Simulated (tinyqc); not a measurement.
# Changing the overall fraction x0

Model: regular and subregular solution with a miscibility gap. Computed by tinyqc, a small Python program. Command: `OMP_NUM_THREADS=1 python tinyqc.py 3012283 3012284 out.jsonl regsol sweep`. One thread of a shared host (Intel(R) Xeon(R) Processor @ 2.30GHz), about 0.01 s of CPU time with the checks.

Per mole of mixing sites: G(x) = x (1 - x) [L0 + L1 (1 - 2x)] + R T [x ln x + (1 - x) ln(1 - x)], x the fraction of B.

Inputs (values chosen for the exercise, for a model alloy):

| quantity | value | unit |
|---|---|---|
| interaction L0 | 44.2 | kJ/mol |
| size misfit eta = d ln a/dx | 0.023 | - |
| asymmetry L1 | 0.16 | kJ/mol |
| temperature T | 1285 | K |
| start value s0 | 0.01 | - |

Source of L0: given.

Constants: R = 8.314462618 J/(mol K).

Method:
- L0 and eta are given.
- G' = L0 (1 - 2x) + L1 (1 - 6x + 6x^2) + R T ln[x/(1 - x)]; G'' = -2 L0 - 6 L1 (1 - 2x) + R T/[x (1 - x)].
- Common tangent: F1 = G'(x1) - G'(x2) = 0 and F2 = [G - x G'](x1) - [G - x G'](x2) = 0. Newton step: J = [[G''(x1), -G''(x2)], [-x1 G''(x1), x2 G''(x2)]], J dx = -F; a step that would leave 0 < x < 1 is halved until it stays inside. The start is x1 = s0, x2 = 1 - s0.
- Stop when the step is below 1e-12, or when x1 and x2 meet within 1e-5; residuals under 1e-7 are shown as 0.
- Inside the gap the B-rich phase has the fraction f = (x0 - x1)/(x2 - x1), and the gain is (1 - f) G(x1) + f G(x2) - G(x0); outside it one phase remains.

One run for each value:

| overall fraction x0 | fraction f of the B-rich phase | free energy of decomposition (J/mol) |
|---|---|---|
| 0.05 | 0.03327 | -164.7 |
| 0.15 | 0.13706 | -1313.4 |
| 0.25 | 0.24084 | -2475.0 |
| 0.35 | 0.34463 | -3330.1 |
| 0.45 | 0.44841 | -3773.0 |
| 0.55 | 0.55220 | -3765.6 |
| 0.65 | 0.65598 | -3310.0 |
| 0.75 | 0.75977 | -2447.8 |
| 0.85 | 0.86355 | -1288.9 |
| 0.95 | 0.96734 | -156.2 |

Over the rows, fraction f of the B-rich phase rises from 0.0333 to 0.967 (exponent d ln y / d ln x 1.3 between the first rows and 1.0 between the last); free energy of decomposition (J/mol) goes from -165 through a minimum among these rows, -3770 at 0.450, to -156.

Extremes, crossings and ranges named in words are read from the listed rows.
